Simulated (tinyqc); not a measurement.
From results back to parameters: three-band tight binding of a dichalcogenide monolayer. Two cases, with inputs chosen for the exercise.

Problem. In the three-band model the dz2 level is e1 + 6 t0 at Gamma and e1 - 3 t0 at K; without spin-orbit coupling the other levels are e2 + 3 s at Gamma (twofold) and e2 - 3s/2 -/+ 3 sqrt3 t12 at K, s = t11 + t22, t12 > 0. The levels below come from hidden values.

Find: e1, t0, e2, t11 + t22, t12.

Method. The dz2 levels differ by 9 t0. The level at Gamma lies 9s/2 above the mean of the two at K, whose splitting is 6 sqrt3 t12. t1, t2 and t11 - t22 need masses or other points.

Case 1.

dz2 levels (eV): Gamma -0.3040, K 1.5680

other levels (eV): Gamma 3.05600, K lower 0.03386, K upper 3.43214

Solution.

e1, t0, e2, t11 + t22, t12 (eV): 0.944  -0.208  2.174  0.294  0.327

Case 2.

dz2 levels (eV): Gamma -0.2250, K 1.4940

other levels (eV): Gamma 3.09200, K lower -0.01206, K upper 3.06406

Solution.

e1, t0, e2, t11 + t22, t12 (eV): 0.921  -0.191  2.048  0.348  0.296

Computed by tinyqc, one run a case: `OMP_NUM_THREADS=1 python tinyqc.py N N+1 out.jsonl` with N = 1451848, 1451864; one thread of a shared Intel(R) Xeon(R) Processor @ 2.30GHz, about 0.01 s a run at most.
